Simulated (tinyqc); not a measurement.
Resistance of a tapered via with liner, size effect and interface: one step of the calculation.

A round via whose diameter grows from db at the bottom as D(z) = db + 2 z/tan(ang). The fill, of diameter D - 2 tl, starts above the bottom liner (thickness fb tl) and has rho = rho0 (1 + ks lam/(D - 2 tl)); the sidewall liner conducts in parallel with it. The bottom liner and the interface are crossed over the full area pi db^2/4. Spreading in the lines above and below is left out.

Question. Total resistance. R_fill = sum of the slices; R_bottom = rl fb tl/(pi db^2/4); R_interface = ri/(pi db^2/4); ballistic (Sharvin) limit 1/(Sb pi (db - 2 tl)^2/4); ideal cylinder rho0 hv/(pi db^2/4).

Values chosen for this exercise; fill metal close to copper: diameter at the bottom db = 35 nm; height hv = 74 nm; bulk resistivity of the fill rho0 = 1.64 uohm cm; liner on the sidewall tl = 1.8 nm; liner at the bottom over that on the sidewall fb = 1; resistivity of the liner rl = 520 uohm cm; interface resistivity at the bottom ri = 5.9e-12 ohm cm^2; ballistic conductance per area, about 3/(4 rho0 lam) Sb = 1.1e15 S/m^2.

```
slice,slice resistance (ohm)
0,0.44015948
1,0.42630026
2,0.41306623
3,0.40042113
4,0.38833126
5,0.37676524
```

Find: parts; R; shares; ballistic limit; ideal cylinder.

Answer.

parts (ohm): fill 2.4450, bottom liner 9.7286, interface 0.61323
R = 12.787 ohm
shares (%): fill 19.122, bottom liner 76.083, interface 4.796
ballistic limit = 1.1740 ohm
ideal cylinder = 1.2614 ohm

The bottom liner is the largest part, and R is 10.1 times the ideal cylinder. With 2000 slices R = 12.787 ohm.

Numbers from tinyqc (`OMP_NUM_THREADS=1 python tinyqc.py 2750078 2750079 out.jsonl`; about 0.01 s on one thread of a shared Intel Xeon 2.30GHz).
